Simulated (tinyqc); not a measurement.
From one set of inputs to another, one input at a time: bias-temperature instability from a Gaussian distribution of capture and emission barriers. Computed by tinyqc, a small Python program. Command: `OMP_NUM_THREADS=1 python tinyqc.py 3025777 3025778 out.jsonl bti ladder`. One thread of a shared host (Intel(R) Xeon(R) Processor @ 2.30GHz), about 0.03 s of CPU time with the checks.

Each trap has a capture time tau_0 exp(E_c/(k_B T)) under stress and an emission time tau_0 exp(E_e/(k_B T)) after it. E_c is Gaussian, and E_e = E_c + d with d Gaussian and independent. A trap counts as filled once t_s exceeds its capture time and as emptied once t_r exceeds its emission time.

The inputs printed are set A. Inputs not listed in the table keep their values of set A, so the rows need not describe a real material.

Inputs (values chosen for the exercise, for a model p-channel transistor): shift with all traps filled V_max = 63 mV; mean capture barrier at zero field mu_c = 1.8 eV; spread of capture barriers sigma_c = 0.34 eV; lowering of mu_c per field k_F = 0.037 eV/(MV/cm); oxide field F = 8.6 MV/cm; mean of E_e - E_c at the stress field, delta = -0.32 eV; spread of E_e - E_c, sigma_d = 0.21 eV; time constant tau_0 = 5e-09 s; temperature T = 150 C; stress time t_s = 200 s; recovery time t_r = 20 s.

Constants: k_B = 8.617333262e-05 eV/K.

Method:
- Demarcation energies E_s = k_B T ln(t_s/tau_0), E_r = k_B T ln(t_r/tau_0); mean barrier mu = mu_c - k_F F; z = (E_s - mu)/sigma_c; Phi is the standard normal distribution.
- Temperatures in kelvin are T(C) + 273.15.
- Shift without recovery dV0 = V_max Phi(z); local time exponent n = d ln dV0/d ln t_s = (k_B T/sigma_c) exp(-z^2/2)/(sqrt(2 pi) Phi(z)); apparent activation energy n E_s.
- Remaining shift dV = V_max int_(-infinity)^(E_s) g(E_c) [1 - Phi((E_r - E_c - delta)/sigma_d)] dE_c, g the Gaussian density of E_c (Gauss-Legendre, 120 points over 7 sigma_c below E_s).

Each row keeps all changes above it:
```
input moved                                         from     to  shift without recovery dV0 (mV)  remaining share dV/dV0  apparent activation energy (eV)
set A                                                  -      -                            2.578                 0.05647                          0.20479
time constant tau_0 (s)                            5e-09  4e-11                            6.981                 0.04957                          0.19507
lowering of mu_c per field k_F (eV/(MV/cm))        0.037  0.049                           11.284                 0.04515                          0.16700
mean capture barrier at zero field mu_c (eV)         1.8   1.97                            4.913                 0.05228                          0.21382
mean of E_e - E_c at the stress field, delta (eV)  -0.32  0.012                            4.913                 0.42041                          0.21382
spread of E_e - E_c, sigma_d (eV)                   0.21    0.2                            4.913                 0.41841                          0.21382
oxide field F (MV/cm)                                8.6    8.5                            4.782                 0.41948                          0.21521
temperature T (C)                                    150     60                            1.125                 0.43153                          0.17452
```

Shift without recovery dV0 goes from 2.58 to 1.13, a factor 0.436 in all. The largest single move comes from temperature T (a factor 0.235), and time constant tau_0 works against it (a factor 2.71). Remaining share dV/dV0 goes from 0.0565 to 0.432, a factor 7.64 in all. The largest single move comes from mean of E_e - E_c at the stress field, delta (a factor 8.04). Apparent activation energy goes from 0.205 to 0.175, a factor 0.852 in all. The largest single move comes from mean capture barrier at zero field mu_c (a factor 1.28), but it runs against the net change; the largest move in the direction of the net change is temperature T (a factor 0.811). The single moves hold for this order of the switches; the total does not depend on the order.

Extremes, crossings and ranges named in words are read from the listed rows.
